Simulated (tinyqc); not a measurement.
Surface potential of a MOS transistor: implicit equation and explicit approximations: one step of the calculation.

p-type body, charge-sheet picture, depletion and inversion only, full ionisation (an idealisation for deep acceptors), Boltzmann statistics (rough once Na exp(x - xn) passes about Nc/7). In units of Vt: xg = (Vg - Vfb)/Vt, x = psi/Vt, G = gamma/sqrt(Vt), xn = (2 phiF + Vc)/Vt. The implicit equation is (xg - x)^2 = G^2 [x - 1 + exp(x - xn)] for x above about 3. Cox = eps0 eox/tox.

Question. Potential, charges and gate control. psi = Vt x; N_dep = Cox Vt G sqrt(x - 1)/q; N_inv = (Cox Vt G/q) [sqrt(x - 1 + exp(x - xn)) - sqrt(x - 1)]; dpsi/dVg = 1/[1 + G^2 (1 + exp(x - xn))/(2 (xg - x))].

Inputs (values chosen for the exercise); band and dielectric values close to those of silicon:
- T = 400 K (temperature)
- eox = 22.3 (relative permittivity of the gate insulator (close to hafnium oxide))
- tox = 45 nm (insulator thickness)
- Vc = 1 V (channel-body voltage)

Constants: q = 1.602176634e-19 C, kB = 1.380649e-23 J/K, Vt = kB T/q, eps0 = 8.8541878128e-14 F/cm where lengths are in cm. Results are converted to the units shown.

converged x = 44.606468
G = 2.4708771
xn = 50.103452
xg = 60.923720

Give: psi; N_dep; N_inv; dpsi/dVg.

Answer.

psi = 1.5376 V
N_dep = 1.5402e12 cm^-2
N_inv = 7.2392e7 cm^-2
dpsi/dVg = 0.84186

psi lies 5.5 Vt below 2 phiF + Vc.

Numbers from tinyqc (`OMP_NUM_THREADS=1 python tinyqc.py 2122035 2122036 out.jsonl`; about 0.01 s on one thread of a shared Intel Xeon 2.30GHz).
